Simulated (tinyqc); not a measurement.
# AlGaN/GaN HEMT with access regions, lumped model: several studies

A polarisation-induced electron sheet under a Schottky gate, in series with two ungated access regions and contacts. Drift law v = mu E/(1 + mu E/vs) under the gate. Currents in mA/mm, resistances in ohm mm. No self-heating, no channel-length modulation; fits for polarisation, barrier and offset are chosen for the exercise.

Parameters, values chosen for the exercise; values close to those of AlGaN/GaN structures:
```
symbol,value,unit,meaning
x,0.22,,aluminium share of the barrier
d,25,nm,barrier thickness
eps_r,9.5,,relative permittivity of barrier and channel
mu,1900,cm^2/(V s),channel mobility
vs,1.2e7,cm/s,saturation velocity
Lg,0.5,um,gate length
Ls,0.5,um,source access length
Ld,12,um,drain access length
Rc,0.3,ohm mm,resistance of each contact
Vg,-0.5,V,gate voltage
Ec,2.7,MV/cm,critical field
te,0.2,um,depth over which the depleted charge spreads
ei,7,,relative permittivity of that insulator
```

Constants: q = 1.602176634e-19 C, eps0 = 8.8541878128e-14 F/cm where lengths are in cm. Results are converted to the units shown.

Each table varies one quantity; the others keep the values above.

## Output curve without and with trapping

sigma = (5e13 x + 1.6e13 x^2) cm^-2, phiB = 0.84 + 1.3 x, dEc = 0.7 (1.71 x + x^2) in volts, Cb = eps0 eps_r/d, VT = phiB - dEc - q sigma/Cb, access density n0 = -Cb VT/q. Access resistance R(L, n) = L/(q mu n sqrt(1 - (I/(q n vs))^2)); Rs = Rc + R(Ls, n0), Rd = Rc + R(Ld, (1 - ft) n0). Vg' = Vg - I Rs, Vd' = Vd - I (Rs + Rd); with u = Vg' - VT, Vc = vs Lg/mu and w the smaller of Vd' and Vc [sqrt(1 + 2 u/Vc) - 1] (0 if negative), the channel gives (mu Cb/Lg)(u w - w^2/2)/(1 + w/Vc). I equals that channel current. The two columns take ft = 0 and ft = 0.3; collapse = 1 - (second)/(first).

Output curve without and with trapping:

| Vd (V) | I, ft = 0 (mA/mm) | I, ft = 0.3 (mA/mm) | collapse (%) |
|---|---|---|---|
| 0.25 | 51.19 | 38.07 | 25.63 |
| 0.5 | 102.1 | 76.01 | 25.59 |
| 1 | 202.9 | 151.1 | 25.51 |
| 2 | 397.0 | 296.3 | 25.37 |
| 3 | 576.6 | 431.3 | 25.20 |
| 4 | 736.9 | 553.3 | 24.91 |
| 6 | 977.8 | 754.1 | 22.88 |
| 8 | 1016 | 899.9 | 11.44 |
| 12 | 1016 | 1016 | 0.00 |

Without trapping the current rises from 51.2 to 1020 mA/mm and first comes within 2 % of its last value at Vd = 8 V among the rows; with trapping that knee lies at 12 V. The collapse is 26 % in the first row, at most 26 % and 0 % in the last: once the gated channel saturates, the drain access only takes spare voltage. For Vd = 8 to 12 V the power passes 5 W/mm, where self-heating, left out here, lowers the current.

## Effect of the share of the drain-access electrons removed by traps

Same model as above.

Isat is I at Vd = 10 V, gm = dIsat/dVg, Ron the limit of Vd/I at small Vd.

The same in every row: VT (V) = -4.778; n0 (cm^-2) = 1.003e13.

Results:

| ft | Ron (ohm mm) | Isat (mA/mm) | gm (mS/mm) |
|---|---|---|---|
| 0 | 4.875 | 1016 | 273.0 |
| 0.1 | 5.312 | 1016 | 273.0 |
| 0.2 | 5.857 | 1016 | 273.0 |
| 0.3 | 6.559 | 997.7 | 78.29 |
| 0.5 | 8.804 | 742.0 | 5.265 |
| 0.6 | 10.77 | 599.3 | 2.062 |
| 0.7 | 14.04 | 452.9 | 0.7852 |

Estimate the missing row, ft = 0.4.

Computed row:

| ft | Ron (ohm mm) | Isat (mA/mm) | gm (mS/mm) |
|---|---|---|---|
| 0.4 | 7.494 | 878.5 | 15.09 |

With this row back in the table: As ft goes from 0 to 0.7, Ron rises from 4.88 to 14.0 ohm mm, Isat falls from 1020 to 453 mA/mm and gm falls from 273 to 0.785 mS/mm. The ceiling Cb vs is 404 mS/mm. For ft = 0 to 0.6 the power passes 5 W/mm, where self-heating, left out here, lowers the current. For ft = 0.3 to 0.7 the gated channel is not yet saturated at 10 V, because the access regions take the voltage, and gm drops.

## Field plate: effect of the insulator under the field plate

Off state: a depleted stretch that holds the voltage V has the peak field sqrt(k V), k = 2 q n0/(eps0 eps_r te), so one edge holds V1 = Ec^2/k. The sheet under the plate pinches off at Vf = q n0 (1/Cb + tf/(eps0 ei)); beyond it the gate edge is screened. BV = V1 if Vf >= V1, else Vf + V1, and at most Ec Ld.

The same in every row: V1 (V) = 38.14; Ec Ld (V) = 3240.

Results:

| tf (nm) | Vf (V) | BV (V) |
|---|---|---|
| 13 | 8.150 | 46.29 |
| 28 | 12.04 | 50.18 |
| 42 | 15.67 | 53.82 |
| 63 | 21.12 | 59.26 |
| 93 | 28.90 | 67.04 |
| 140 | 41.09 | 38.14 |
| 210 | 59.25 | 38.14 |

Estimate the missing row, tf = 19 nm.

Computed row:

| tf (nm) | Vf (V) | BV (V) |
|---|---|---|
| 19 | 9.706 | 47.85 |

With this row back in the table: BV goes from 46.3 through a maximum of 67.0 (at tf = 93 nm among the rows listed) to 38.1 V. The plate helps (Vf < V1) in 6 of the 8 rows, and the access length caps BV in 0. The best thickness makes Vf just under V1, tf = 129 nm, where both edges reach Ec together and BV nears 2 V1.

Program tinyqc, `OMP_NUM_THREADS=1 python tinyqc.py 2570073 2570074 out.jsonl`; Intel Xeon 2.30GHz, shared host, one thread, about 0.02 s.
